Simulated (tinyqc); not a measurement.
Spectral response: phonon-assisted absorption at an indirect gap.

alpha(E) = sum_j A_j [N_j (E - Eg + w_j)^2 + (N_j + 1)(E - Eg - w_j)^2], each bracket counted only where its base is positive; N_j = 1/(exp(w_j/kB T) - 1). The first term absorbs a phonon and the second emits one; excitons and direct transitions are left out.

Photodiode (Gaertner form with a dead layer): QE = (1 - R) exp(-alpha xj) [1 - exp(-alpha W)/(1 + alpha L)], R = ((nr - 1)/(nr + 1))^2; responsivity = QE/E in A/W for E in eV.

Constants: kB = 8.617333262e-05 eV/K.

Parameters, chosen for this exercise (loosely those of Si at room temperature; Eg is not tied to T; the results hold for these values, not for the real material):
- Eg = 1.142 eV (indirect gap, held fixed unless listed)
- w = (57.2, 18.6) meV (two zone-edge phonons)
- A = (2500, 390) 1/(cm eV^2) (their strengths)
- T = 500 K
- nr = 3.66 (refractive index)
- xj = 0.4 micrometre (dead layer at the surface)
- W = 1.5 micrometre (depleted width)
- L = 160 micrometre (minority diffusion length below it)

Response:

| E (eV) | wavelength (nm) | alpha (1/cm) | 1/alpha (micrometre) | dead layer | collected | QE | A/W |
|---|---|---|---|---|---|---|---|
| 1.16 | 1069 | 6.07 | 1.65e+03 | 1.000 | 0.089 | 0.060 | 0.052 |
| 1.20 | 1033 | 17.9 | 557 | 0.999 | 0.225 | 0.152 | 0.126 |
| 1.26 | 984 | 64.7 | 154 | 0.997 | 0.514 | 0.345 | 0.274 |
| 1.34 | 925 | 196 | 51.1 | 0.992 | 0.765 | 0.512 | 0.382 |
| 1.44 | 861 | 470 | 21.3 | 0.981 | 0.891 | 0.589 | 0.409 |
| 1.59 | 780 | 1.11e+03 | 8.99 | 0.956 | 0.955 | 0.616 | 0.387 |
| 1.79 | 693 | 2.40e+03 | 4.17 | 0.909 | 0.982 | 0.602 | 0.336 |
| 2.04 | 608 | 4.70e+03 | 2.13 | 0.829 | 0.994 | 0.555 | 0.272 |
| 2.74 | 452 | 1.52e+04 | 0.657 | 0.544 | 1.000 | 0.367 | 0.134 |

Give the missing row, E (eV) = 2.34.

Computed row:
```
E (eV)  wavelength (nm)  alpha (1/cm)  1/alpha (micrometre)  dead layer  collected     QE    A/W
2.34                530      8.47e+03                  1.18       0.713      0.998  0.480  0.205
```

QE is highest, 0.616, at 1.59 eV of those listed and the responsivity at 1.44 eV; reflection alone caps QE at 0.674. Near the gap weak absorption limits it (collected share 0.089); at the top the dead layer passes 0.544. Far above the gap the quadratic law and a constant index are only rough.

tinyqc: `OMP_NUM_THREADS=1 python tinyqc.py 1680074 1680075 out.jsonl`; about 0.01 s, one thread, shared Intel(R) Xeon(R) Processor @ 2.30GHz.
